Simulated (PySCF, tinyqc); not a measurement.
A ladder of methods, and size consistency: correlation methods against full CI in the sto-3g basis, for H6, spin multiplicity 1. Computed by the program tinyqc with PySCF. All electrons correlated; +Q is the Davidson correction (1 - c0^2) E_corr. The last columns treat two copies 100 angstrom apart as one system. FCI is the lowest singlet.

Geometry (angstrom):
```
atom       x       y       z
H     0.0000  0.0000  0.0000
H     0.0000  0.0000  1.0870
H     0.0000  0.0000  2.3310
H     0.0000  0.0000  3.4170
H     0.0000  0.0000  4.6620
H     0.0000  0.0000  5.7480
```

RHF energy of one = -3.101631 hartree

Correlation energies (hartree):
```
method   E_corr of one  share of FCI (%)  E_corr of two at 100 angstrom  two minus twice one (mhartree)
MP2          -0.070181           59.7416                      -0.140362                          0.0000
CISD         -0.110010           93.6457                      -0.201801                         18.2183
CISD+Q       -0.120868          102.8889                      -0.232599                          9.1371
CCSD         -0.116994           99.5912                      -0.233988                          0.0000
CCSD(T)      -0.117421           99.9548                      -0.234843                          0.0000
FCI          -0.117474          100.0000                              -                               -
```

What does the comparison show, and why?

MP2 recovers 60 %, CISD 93.6 % and CCSD 99.6 % of the FCI value (c0^2 = 0.901 in CISD). MP2 and coupled cluster are size consistent, so their last column vanishes; CISD loses 18.22 mhartree, since a double excitation on each copy is a quadruple of the pair, and the Davidson correction leaves +9.14. The restricted reference is unstable here: a spin-polarised solution lies 0.0018 hartree lower (PySCF), so results built on it describe a poor reference.
